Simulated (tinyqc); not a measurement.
Gap and superfluid density against temperature: BCS gap equation with a constant attraction inside the Debye window. Computed by tinyqc, a small Python program. Command: `OMP_NUM_THREADS=1 python tinyqc.py 3020868 3020869 out.jsonl bcs walk`. One thread of a shared host (Intel(R) Xeon(R) Processor @ 2.30GHz), about 0.01 s of CPU time with the checks.

Pairs attract with strength V for |xi| < k_B Theta; N(0) is the density of states for one spin. Energies are given as temperatures (E/k_B, in K) unless marked.

Inputs (values chosen for the exercise, for a model metal): coupling N(0)V = 0.383; Debye temperature Theta = 406 K.

Solver: bisection.

Constants: k_B = 8.617333262e-05 eV/K.

Method:
- At T = 0 the gap equation 1/(N(0)V) = int_0^Theta d xi/sqrt(xi^2 + Delta^2) has the integral arcsinh(Theta/Delta), so Delta_0 = Theta/sinh(1/(N(0)V)); weak coupling gives 2 Theta exp(-1/(N(0)V)).
- Gap equation: 1/(N(0)V) = I(Delta, T) = int_0^Theta tanh(E/2T)/E d xi, E = sqrt(xi^2 + Delta^2); 64 Gauss-Legendre points in y with xi = max(Delta, T) sinh(y).
- T_c solves I(0, T_c) = 1/(N(0)V); the weak-coupling form is T_c = (2 e^C/pi) Theta exp(-1/(N(0)V)) with Euler's C = 0.5772157, and 2 Delta_0/T_c then tends to 2 pi e^-C = 3.528.
- Interpolation tanh(1.74 sqrt(T_c/T - 1)); near T_c, 1.74 sqrt(1 - T/T_c). Clean-limit superfluid fraction 1 - (1/2T) int_0^(40 T) cosh^-2(E/2T) d xi (64 points); two-fluid rule 1 - (T/T_c)^4.

T_c = 33.8189 K

Delta_0 = 59.9761 K

Reduced quantities:
```
T/T_c,Delta/Delta_0,tanh form,square-root form,superfluid fraction,two-fluid rule
0.10,1.00000,0.99994,1.6507,1.00000,0.99990
0.20,0.99988,0.99810,1.5563,0.99890,0.99840
0.30,0.99719,0.99022,1.4558,0.98229,0.99190
0.40,0.98528,0.97221,1.3478,0.92948,0.97440
0.50,0.95739,0.94023,1.2304,0.83680,0.93750
0.60,0.90780,0.88975,1.1005,0.71044,0.87040
0.70,0.82986,0.81411,0.9530,0.55797,0.75990
0.80,0.71230,0.70137,0.7782,0.38573,0.59040
0.90,0.52754,0.52267,0.5502,0.19855,0.34390
0.95,0.38128,0.37925,0.3891,0.10052,0.18549
0.98,0.24424,0.24358,0.2461,0.04048,0.07763
```

The tanh form misses the gap by at most about 0.018 (at T/T_c = 0.6); the square-root form is within 3 % only from T/T_c = 0.95. The gap keeps 99 % of Delta_0 up to T/T_c = 0.3, since quasiparticles are exponentially few. The two-fluid rule exceeds the BCS superfluid fraction most, by 0.20, at T/T_c = 0.8. Caution: at this coupling retardation and damping of the phonon exchange (Eliashberg theory) matter.
